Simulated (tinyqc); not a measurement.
Inside a calculation. Method: plane-wave Kohn-Sham cycle with exchange-only LDA in a layered model solid. Computed by tinyqc, a small Python program that keeps every step. Settings: points = 16, plane-wave index or count = 2, electrons = 2, k points = 3, area = 35.0, mixing = 0.8, iteration cap = 80, Pulay depth = 3. Command: `OMP_NUM_THREADS=1 python tinyqc.py 21154 21155 out.jsonl` (the two numbers bound the seeds that draw the settings). One thread of a shared host (Intel(R) Xeon(R) Processor @ 2.60GHz), about 0.01 s of CPU time with the checks. Later iterations appear only in the table of the cycle.

## Iteration 1: potential

A solid whose potential varies along x alone (atomic units):
```
parameter,value
period a,13.200000
cross-section of the cell,35.000000
electrons per cell,2
grid points,16
"plane waves -n..n, n",2
k points,3
V1 in V1 cos(2 pi x/a),-0.180000
V2 in V2 cos(4 pi x/a),-0.020000
```

density at the start, on the grid x_j = j a/N (e/bohr^3): 0.0043290  0.0043290  0.0043290  0.0043290  0.0043290  0.0043290  0.0043290  0.0043290  0.0043290  0.0043290  0.0043290  0.0043290  0.0043290  0.0043290  0.0043290  0.0043290

V_H(G) = 4 pi rho(G)/G^2 for G != 0 (uniform background); v_x = -(3 rho/pi)^(1/3); V = V_ext + V_H + v_x; Fourier components f(G_m) = (1/N) sum_j f(x_j) exp(-i G_m x_j).

Potentials on the grid (hartree):
```
x,V_ext,V_H,v_x,V
0.00000,-0.20000,0.00000,-0.16049,-0.36049
0.82500,-0.18044,0.00000,-0.16049,-0.34093
1.65000,-0.12728,0.00000,-0.16049,-0.28777
2.47500,-0.05474,0.00000,-0.16049,-0.21523
3.30000,0.02000,0.00000,-0.16049,-0.14049
4.12500,0.08303,0.00000,-0.16049,-0.07747
4.95000,0.12728,0.00000,-0.16049,-0.03321
5.77500,0.15216,0.00000,-0.16049,-0.00834
6.60000,0.16000,0.00000,-0.16049,-0.00049
7.42500,0.15216,0.00000,-0.16049,-0.00834
8.25000,0.12728,0.00000,-0.16049,-0.03321
9.07500,0.08303,0.00000,-0.16049,-0.07747
9.90000,0.02000,0.00000,-0.16049,-0.14049
10.72500,-0.05474,0.00000,-0.16049,-0.21523
11.55000,-0.12728,0.00000,-0.16049,-0.28777
12.37500,-0.18044,0.00000,-0.16049,-0.34093
```

V(G_m), m = 0, 1, 2, ... (hartree): -0.16049  -0.09000  -0.01000  0.00000  0.00000

## Iteration 1: Hamiltonian at one k

k = 0.00000 2 pi / a

H(m,m') = (k + G_m)^2/2 delta + V(G_m - G_m'), with V(-G) = V(G).

H (hartree), lower triangle:
```
,-2,-1,+0,+1,+2
-2,0.29266
-1,-0.09000,-0.04720
+0,-0.01000,-0.09000,-0.16049
+1,0.00000,-0.01000,-0.09000,-0.04720
+2,0.00000,0.00000,-0.01000,-0.09000,0.29266
```

## Iteration 1: levels at that k

Diagonalise the Hermitian matrix.

eigenvalues (hartree): -0.25345  -0.06016  0.01336  0.31506  0.31562

## Iteration 1: new density

Motion across x is left out: the lowest 1 band(s) hold two electrons at each of the k points (j + 1/2)/nk - 1/2. Residual R = rho(out) - rho(in); rho(new) = rho(in) + 0.8 R. rho(out) = 2/(a A nk) sum |psi|^2 with psi = sum c exp(i G x). Harris energy E = band energy - dV sum rho (V_H/2 + v_x) + (3/4) dV sum rho v_x with rho(in), dV = a A/N, band energy = (2/nk) sum of the filled levels.

rho(out) (e/bohr^3): 0.0138905  0.0122412  0.0083584  0.0044025  0.0017973  0.0005943  0.0001854  0.0000780  0.0000596  0.0000780  0.0001854  0.0005943  0.0017973  0.0044025  0.0083584  0.0122412

density after iteration 1 (e/bohr^3): 0.0119782  0.0106588  0.0075525  0.0043878  0.0023036  0.0013412  0.0010141  0.0009282  0.0009135  0.0009282  0.0010141  0.0013412  0.0023036  0.0043878  0.0075525  0.0106588

energy per cell = -0.4253586 hartree

## Iteration 2: potential

As before.

Potentials on the grid (hartree):
```
x,V_ext,V_H,v_x,V
0.00000,-0.20000,0.31331,-0.22531,-0.11201
0.82500,-0.18044,0.28157,-0.21672,-0.11559
1.65000,-0.12728,0.19700,-0.19321,-0.12348
2.47500,-0.05474,0.08488,-0.16122,-0.13107
3.30000,0.02000,-0.02856,-0.13005,-0.13861
4.12500,0.08303,-0.12549,-0.10860,-0.15107
4.95000,0.12728,-0.19732,-0.09893,-0.16898
5.77500,0.15216,-0.24096,-0.09606,-0.18486
6.60000,0.16000,-0.25556,-0.09555,-0.19110
7.42500,0.15216,-0.24096,-0.09606,-0.18486
8.25000,0.12728,-0.19732,-0.09893,-0.16898
9.07500,0.08303,-0.12549,-0.10860,-0.15107
9.90000,0.02000,-0.02856,-0.13005,-0.13861
10.72500,-0.05474,0.08488,-0.16122,-0.13107
11.55000,-0.12728,0.19700,-0.19321,-0.12348
12.37500,-0.18044,0.28157,-0.21672,-0.11559
```

V(G_m), m = 0, 1, 2, ... (hartree): -0.14565  0.01792  -0.00324  0.00193  0.00029

## Iteration 2: Hamiltonian at one k

k = 0.00000 2 pi / a

As before.

H (hartree), lower triangle:
```
,-2,-1,+0,+1,+2
-2,0.30750
-1,0.01792,-0.03236
+0,-0.00324,0.01792,-0.14565
+1,0.00193,-0.00324,0.01792,-0.03236
+2,0.00029,0.00193,-0.00324,0.01792,0.30750
```

## Iteration 2: levels at that k

As before.

eigenvalues (hartree): -0.15137  -0.03104  -0.02989  0.30797  0.30895

## Iteration 2: new density

B (overlaps of the stored error matrices):
```
,1,2
1,3.7853517e-04,-4.6488710e-04
2,-4.6488710e-04,5.9720585e-04
```

Motion across x is left out: the lowest 1 band(s) hold two electrons at each of the k points (j + 1/2)/nk - 1/2. Residual R = rho(out) - rho(in); rho(new) = rho(in) + 0.8 R; Pulay mixing then takes sum c_i of the stored mixed densities, with c from B_ij = sum R_i R_j as in DIIS. rho(out) = 2/(a A nk) sum |psi|^2 with psi = sum c exp(i G x). Harris energy E = band energy - dV sum rho (V_H/2 + v_x) + (3/4) dV sum rho v_x with rho(in), dV = a A/N, band energy = (2/nk) sum of the filled levels.

rho(out) (e/bohr^3): 0.0014243  0.0015490  0.0019469  0.0026753  0.0037779  0.0052004  0.0067069  0.0078913  0.0083443  0.0078913  0.0067069  0.0052004  0.0037779  0.0026753  0.0019469  0.0015490

DIIS coefficients: 0.55738  0.44262

density after iteration 2 (e/bohr^3): 0.0082411  0.0074330  0.0055676  0.0037814  0.0028257  0.0027077  0.0030299  0.0033938  0.0035447  0.0033938  0.0030299  0.0027077  0.0028257  0.0037814  0.0055676  0.0074330

energy per cell = -0.3687765 hartree

## Convergence

Stop when sqrt(dV sum R^2) is below 1e-8, dV = a A/N.

Course of the cycle:
```
iteration,E (hartree),norm of the residual
1,-0.4253586,1.05e-01
2,-0.3687765,1.31e-01
3,-0.3206669,5.00e-02
4,-0.3048371,3.18e-02
5,-0.3169779,4.78e-02
6,-0.2983585,1.47e-02
7,-0.2973347,2.75e-04
8,-0.2973352,3.65e-04
9,-0.2973345,2.84e-05
10,-0.2973345,6.49e-07
11,-0.2973345,8.49e-08
12,-0.2973345,1.74e-08
13,-0.2973345,4.99e-09
```

Converged in 13 iterations. Before convergence this energy mixes input and output and is not variational, so it may rise towards its limit.
